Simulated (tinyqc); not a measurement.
# Bandgap voltage reference from two bipolar transistors, step by step

Computed by the program tinyqc: `OMP_NUM_THREADS=1 python tinyqc.py 2062022 2062023 out.jsonl`, one thread of a shared Intel Xeon 2.30GHz, about 0.02 s for the whole run. Printed values are rounded.

Two transistors of area 1 and N carry the same current I. Is(T) = Is (T/T0)^eta exp[(Vg0 q/kB)(1/T0 - 1/T)], VBE1 = Vt ln(I/Is(T)) + I rb, VBE2 = Vt ln(I/(N Is(T))) + I rb/N. The amplifier forces I R1(T) = VBE1 - VBE2 + Vos, with R(T) = R (1 + tc (T - T0)) for both resistors, and the output is Vref = VBE1 + I R2(T). Base currents and the Early effect are neglected.

Inputs (values chosen for the exercise); values of the order met in silicon bipolar transistors:
```
symbol,value,unit,meaning
T0,323,K,reference temperature
Vg0,1.188,V,band-gap voltage extrapolated to 0 K
eta,4.3,,temperature exponent of the saturation current
Is,1.2e-16,A,saturation current of the unit transistor at T0
N,8,,area ratio of the second transistor
R1,5.1,kohm,"resistor across which the difference of VBE falls, at T0"
tc,0,ppm/K,temperature coefficient of both resistors
Vos,0,mV,offset of the amplifier
rb,73,ohm,series resistance of the unit transistor
R2,51.55,kohm,output resistor at T0
T,253,K,temperature
```

Constants: q = 1.602176634e-19 C, kB = 1.380649e-23 J/K. Results are converted to the units shown.

## Operating point at the reference temperature

Vt = kB T/q; I = (Vt ln N + Vos)/(R1(T) - rb (1 - 1/N)). Evaluate at T = T0.

Vt = 0.0278340 V
I = 11.4928 uA
Is(T) = 1.2e-16 A
VBE1 = 0.704628 V
I R2 = 0.592454 V
Vref = 1.29708 V

## Operating point at another temperature

Vt = kB T/q; I = (Vt ln N + Vos)/(R1(T) - rb (1 - 1/N)).

Vt = 0.0218019 V
I = 9.00210 uA
Is(T) = 3.12163e-22 A
VBE1 = 0.826958 V
I R2 = 0.464058 V
Vref = 1.29102 V

From T0 to T, VBE1 changes by 122 mV and I R2 by -128 mV, which leaves -6.07 mV in Vref.

## Resistor for zero slope at T0, ideal case

With tc = 0, Vos = 0 and rb = 0 the current is proportional to T, dVBE/dT = (VBE - Vg0 - (eta - 1) Vt)/T, and Vref has zero slope at T0 when Vref = Vg0 + (eta - 1) Vt0. Find VBE1, its slope, that Vref, R2/R1 and the curvature d2Vref/dT2 = -(eta - 1) kB/(q T0).

VBE1 = 0.703438 V
dVBE/dT = -1.78456 mV/K
Vref = 1.27985 V
R2/R1 = 9.95892
curvature = -0.880409 uV/K^2
